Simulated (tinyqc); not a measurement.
Inside a calculation. Method: Luttinger-Kohn k.p, four valence bands. One step of it, computed by the program tinyqc.

Question. Hole masses. E = c [g1 k^2 -/+ 2 sqrt(g2^2 k^4 + 3 (g3^2 - g2^2)(kx^2 ky^2 + ky^2 kz^2 + kz^2 kx^2))] with c = hbar^2/2m, and m* = hbar^2 k^2 / (2 E).

Luttinger parameters chosen for this model; energies are counted downward from the top of the valence band:

| parameter | value | unit |
|---|---|---|
| g1 | 4.560000 |  |
| g2 | 1.300000 |  |
| g3 | 1.780000 |  |

Give: Masses.

Answer.

Masses (electron masses):

| direction | heavy | light |
|---|---|---|
| [100] | 0.5102 | 0.1397 |
| [110] | 0.8237 | 0.1265 |
| [111] | 1.0000 | 0.1232 |
